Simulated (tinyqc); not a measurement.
Metal-interlayer-semiconductor contact, depinning against tunnelling resistance: one step of the calculation.

Zero bias, n-type semiconductor. Gap states at the semiconductor surface thin out as exp(-be ti), which unpins the barrier; electrons must then cross the interlayer (a rectangular barrier, no voltage drop across it) and the parabolic depleted layer, both by WKB. Energies E are counted from the Fermi level; no image force, parabolic bands.

Question. Pinning, barrier and scales. S = 1/(1 + (1/S0 - 1) exp(-be ti)); phiB = S (phiM - chi) + (1 - S)(Eg - E0); xi = Ec - EF deep inside, from Nd = Nc F(-xi/Vt), F(x) = (2/sqrt(pi)) int_0^infinity sqrt(u) du/(1 + exp(u - x)); band bending U = phiB - xi; E00 = (hbar/2) sqrt(Nd/(eps0 eps_r mt m0)) in volts; A = 4 pi q mA m0 kB^2/h^3.

Parameters, values chosen for the exercise; semiconductor values close to those of germanium; interlayer mass of the order of that in aluminium oxide, offset chosen freely:
- T = 400 K (temperature)
- Eg = 0.644 eV (band gap)
- eps_r = 16.3 (relative permittivity)
- chi = 3.91 eV (electron affinity)
- Nc = 1.6e19 cm^-3 (conduction-band density of states at T)
- mt = 0.122 m0 (tunnelling mass in the semiconductor)
- mA = 1.14 m0 (Richardson mass)
- Nd = 2.4e19 cm^-3 (donor density)
- E0 = 0.088 eV (charge-neutrality level above the valence band)
- S0 = 0.049 (pinning factor without interlayer)
- phiM = 4.21 eV (metal work function)
- ti = 0.3 nm (interlayer thickness)
- be = 3 1/nm (decay constant of gap states through the interlayer)

Constants: q = 1.602176634e-19 C, kB = 1.380649e-23 J/K, eps0 = 8.8541878128e-12 F/m, hbar = 1.054571817e-34 J s, h = 6.62607015e-34 J s, m0 = 9.1093837015e-31 kg, Vt = kB T/q. Results are converted to the units shown.

Give: S; phiB; xi; U; E00; A.

Answer.

S = 0.1125
phiB = 0.5272 eV
xi = -0.03189 eV
U = 0.5591 eV
E00 = 0.06450 eV
A = 137.0 A/(cm^2 K^2)

Numbers from tinyqc (`OMP_NUM_THREADS=1 python tinyqc.py 2270111 2270112 out.jsonl`; about 0.03 s on one thread of a shared Intel Xeon 2.30GHz).
